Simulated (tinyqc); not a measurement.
## Coupling and phonon occupation from the scattering functions

Problem. A level coupled to a phonon of energy w0 has, in the self-consistent Born approximation, Sin(E) = M^2 [(Nq + 1) Gn(E + w0) + Nq Gn(E - w0)], Sout(E) = M^2 [(Nq + 1) Gp(E - w0) + Nq Gp(E + w0)]. Find M, Nq and, from Nq = 1/(exp(w0/kB T) - 1), the phonon temperature.

Inputs (values chosen for the exercise):
- w0 = 36 meV (phonon energy)

Constants: q = 1.602176634e-19 C, kB = 1.380649e-23 J/K. Results are converted to the units shown.

Gn at E - w0 and E + w0 (1/meV): [0.053497085, 0.0041590903]
Gp at E - w0 and E + w0 (1/meV): [0.034059766, 0.0045859008]
Sin and Sout at E (meV): [0.25835932, 1.1892005]

Answer. Both equations are linear in M^2 and M^2 Nq.

M = 5.70 meV
Nq = 0.0658
T = 150 K

Numbers from tinyqc (`OMP_NUM_THREADS=1 python tinyqc.py 2720105 2720106 out.jsonl`; about 0.09 s on one thread of a shared Intel Xeon 2.30GHz).
